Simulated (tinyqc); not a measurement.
Worked calculation: chemically amplified photoresist: aerial image, acid generation, bake, development and line width. Computed by tinyqc, a small Python program that keeps every step. Command: `OMP_NUM_THREADS=1 python tinyqc.py 3023630 3023631 out.jsonl resist walk`. One thread of a shared host (Intel(R) Xeon(R) Processor @ 2.30GHz), about 0.02 s of CPU time with the checks. Intermediate numbers are printed to about 6 digits and carried at full precision; extremes and crossings named in words are read from the listed rows.

Lines and spaces of pitch p with a two-beam-like image; x = 0 is the middle of the bright space. The resist is positive and treated as uniform in depth.

Inputs (values chosen for the exercise, for a model resist at 248 nm):

| quantity | value | unit |
|---|---|---|
| pitch p | 300 | nm |
| image contrast c | 0.48 | - |
| mean dose E | 8.55 | mJ/cm^2 |
| Dill parameter C | 0.031 | cm^2/mJ |
| quencher load q, relative to the acid generator | 0.18 | - |
| acid diffusivity D | 6.7 | nm^2/s |
| bake time t | 90 | s |
| amplification rate k_amp | 0.075 | 1/s |
| threshold protection m_th | 0.54 | - |
| development selectivity n | 3 | - |
| largest rate r_max | 320 | nm/s |
| smallest rate r_min | 0.02 | nm/s |
| resist thickness d | 360 | nm |
| development time t_d | 45 | s |
| photon energy | 5 | eV |
| absorption coefficient alpha | 0.52 | 1/um |

## Acid image and its blur

Dose E(x) = E [1 + c cos(2 pi x/p)]; acid h = 1 - exp(-C E(x)). Bake: the acid image is blurred by a Gaussian of variance sigma^2 = 2 D t (each Fourier term k of h, taken on 64 points, is multiplied by exp(-4 pi^2 k^2 D t/p^2)). Cosine coefficients: h(x) = sum_k h_k cos(2 pi k x/p).

diffusion length sigma = sqrt(2 D t) = 34.7275 nm

h_0 to h_4 before the bake: 0.229725  0.097800  -0.003109  0.000066  -0.000001

h_0 to h_4 after the blur: 0.229725  0.075070  -0.001079  0.000006  0.000000

blur factor of the first harmonic = 0.767586

sigma/p = 0.116; the blur keeps 77 % of the modulation.

## From image to dissolution rate

The quencher then removes q, h_eff = max(h_blurred - q, 0); protection m = exp(-k_amp t h_eff). Mack rate r = r_max (a + 1)(1 - m)^n/(a + (1 - m)^n) + r_min, a = ((n + 1)/(n - 1))(1 - m_th)^n.

Across half a pitch:

| x/p | x (nm) | dose (mJ/cm^2) | blurred acid | protection m | rate (nm/s) |
|---|---|---|---|---|---|
| 0.00 | 0 | 12.6540 | 0.303722 | 0.43382 | 1.84470e+02 |
| 0.05 | 15 | 12.4531 | 0.300251 | 0.44411 | 1.79228e+02 |
| 0.10 | 30 | 11.8702 | 0.290122 | 0.47553 | 1.62740e+02 |
| 0.15 | 45 | 10.9623 | 0.274177 | 0.52957 | 1.33231e+02 |
| 0.20 | 60 | 9.8182 | 0.253791 | 0.60769 | 9.05214e+01 |
| 0.25 | 75 | 8.5500 | 0.230804 | 0.70969 | 4.27040e+01 |
| 0.30 | 90 | 7.2818 | 0.207405 | 0.83112 | 9.25071e+00 |
| 0.35 | 105 | 6.1377 | 0.185939 | 0.96070 | 1.39141e-01 |
| 0.40 | 120 | 5.2298 | 0.168661 | 1.00000 | 2.00000e-02 |
| 0.45 | 135 | 4.6469 | 0.157453 | 1.00000 | 2.00000e-02 |
| 0.50 | 150 | 4.4460 | 0.153570 | 1.00000 | 2.00000e-02 |

The dose varies by a factor 2.85 across the pattern and the rate by 9220.

## Space width and dose latitude

Edge: vertical development clears the film where r t_d >= d; the space width is twice the x where r = d/t_d. Dose sensitivity = d ln(width)/d ln E from widths at 1.005 E and E/1.005; image log-slope at the edge = |d ln E/dx|, normalised by the width (NILS); latitude for 10 % of width = 10 %/sensitivity.

space width = 181.912 nm

dose sensitivity = 1.31691

NILS = 2.05043

dose latitude = 7.59355 %

At the same width a resist without blur would give a sensitivity 2/NILS = 0.975; the blur multiplies it by 1.35. Caution: lateral development, standing waves and the joint diffusion of acid and quencher are left out, so widths are indicative.

## Photon statistics at the edge

The edge lies at x = width/2. Absorbed photons per volume N = E(edge) alpha/(photon energy), 1 mJ/cm^2 = 62.41509 eV/nm^2, alpha in 1/nm; a Gaussian blur averages over a volume V = (2 sqrt(pi) sigma)^3; relative noise 1/sqrt(N V); edge noise sigma_x = (dh/d ln E) noise/|dh/dx|, with both derivatives of the blurred acid at the edge.

absorbed photons N = 0.0467616 1/nm^3

photons in the blur volume = 87242.0

edge noise from photons = 0.405513 nm

Caution: the noise counts photons alone (acid and quencher statistics add to it) and takes the film as thicker than the blur; a thinner film averages in two dimensions only.

## Blur against noise

For each sigma the edge is held at x = p/4; N is taken at the mean dose; edge noise = (dh/d ln E)/(sqrt(N V) |dh/dx|), both derivatives taken of the blurred acid, V = (2 sqrt(pi) sigma)^3, N = E alpha/(photon energy), 1 mJ/cm^2 = 62.41509 eV/nm^2.

Trade-off:

| sigma/p | sigma (nm) | blur factor | photons in V | edge noise (nm) |
|---|---|---|---|---|
| 0.02 | 6 | 0.992135 | 5.34020e+02 | 4.33450 |
| 0.04 | 12 | 0.968911 | 4.27216e+03 | 1.56505 |
| 0.07 | 21 | 0.907808 | 2.28961e+04 | 0.71720 |
| 0.10 | 30 | 0.820869 | 6.67525e+04 | 0.46149 |
| 0.14 | 42 | 0.679167 | 1.83169e+05 | 0.33442 |
| 0.18 | 54 | 0.527530 | 3.89301e+05 | 0.29422 |
| 0.22 | 66 | 0.384667 | 7.10781e+05 | 0.29816 |
| 0.27 | 81 | 0.237168 | 1.31389e+06 | 0.35550 |
| 0.33 | 99 | 0.116531 | 2.39889e+06 | 0.53542 |

The noise is least near sigma/p = 0.18 among these rows. More diffusion averages over more photons (noise falls as sigma^(-3/2)) until it erases the image slope (factor exp(-2 pi^2 sigma^2/p^2)); for a pure cosine the two balance at sigma/p = sqrt(3/8)/pi = 0.195. Caution: for a film thinner than the blur the noise falls as 1/sigma only, and the optimum moves to sigma/p = 1/(2 pi) = 0.159.

Checks made by the program: sensitivity 2/NILS in the limit of no diffusion (relative difference 2e-06).
